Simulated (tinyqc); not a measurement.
Activation against anneal temperature: dopants and charged point defects at anneal temperature: Fermi-level effect, clustering and pairing. Computed by tinyqc, a small Python program. Command: `OMP_NUM_THREADS=1 python tinyqc.py 3011094 3011095 out.jsonl pairing walk`. One thread of a shared host (Intel(R) Xeon(R) Processor @ 2.30GHz), about 0.02 s of CPU time with the checks.

Boltzmann statistics and full ionisation of active dopants. Energies are counted from the valence band; the defect (a vacancy or self-interstitial) has five charge states, with all degeneracy factors one.

Inputs (values chosen for the exercise, with bands modelled on germanium):

| quantity | value | unit |
|---|---|---|
| gap at 0 K E_g0 | 0.757 | eV |
| Varshni alpha | 0.000492 | eV/K |
| Varshni beta | 227 | K |
| electron mass m_e | 0.212 | m_0 |
| valleys M_c | 4 | - |
| hole mass m_h | 0.331 | m_0 |
| anneal temperature T | 830 | K |
| total dopant density N | 2.5e+20 | cm^-3 |
| site density N_s | 3.3e+22 | cm^-3 |
| dopant atoms per cluster k | 3 | - |
| cluster binding energy E_b | 1.16 | eV |

Dopant: donor. Second part: clustering of the dopant.

Constants: m_0 = 9.1093837015e-31 kg; k_B = 1.380649e-23 J/K; h = 6.62607015e-34 J s; k_B = 8.617333262e-05 eV/K.

Method:
- E_g = E_g0 - alpha T^2/(T + beta).
- N_c = 2 M_c (2 pi m_e k_B T/h^2)^(3/2) and N_v = 2 (2 pi m_h k_B T/h^2)^(3/2), masses in units of m_0.
- n_i = sqrt(N_c N_v) exp(-E_g/2 k_B T); E_i = E_g/2 + (k_B T/2) ln(N_v/N_c).
- n = A/2 + sqrt(A^2/4 + n_i^2) for an active density A.
- k ionised dopants and k carriers form one neutral cluster: C = N_s (A/N_s)^k (n/N_b)^k exp(E_b/k_B T), N_b the effective density of states of the majority band, and N = A + k C (60 bisections in ln A between ln N - 90 and ln N).

Equilibrium activation:

| T (K) | n_i (cm^-3) | active A (cm^-3) | clusters C (cm^-3) | active share |
|---|---|---|---|---|
| 500 | 1.6053e+16 | 3.4557e+18 | 8.2181e+19 | 0.01382 |
| 580 | 7.3594e+16 | 7.1541e+18 | 8.0949e+19 | 0.02862 |
| 660 | 2.4050e+17 | 1.2548e+19 | 7.9151e+19 | 0.05019 |
| 750 | 6.9256e+17 | 2.0640e+19 | 7.6453e+19 | 0.08256 |
| 830 | 1.4908e+18 | 2.9497e+19 | 7.3501e+19 | 0.11799 |
| 910 | 2.8455e+18 | 3.9716e+19 | 7.0095e+19 | 0.15886 |
| 1000 | 5.2772e+18 | 5.2534e+19 | 6.5822e+19 | 0.21014 |

What follows from these numbers?

The active share goes from 0.0138 at 500 K to 0.210 at 1000 K, so a layer activated by a hot, short anneal is metastable and deactivates in later, cooler steps if the dopant can move. Over the first three rows, where most dopant is clustered, a fit of ln A rises with slope 0.229 eV against -1/k_B T, near E_b/(2k) = 0.193 eV plus 0.75 k_B T.
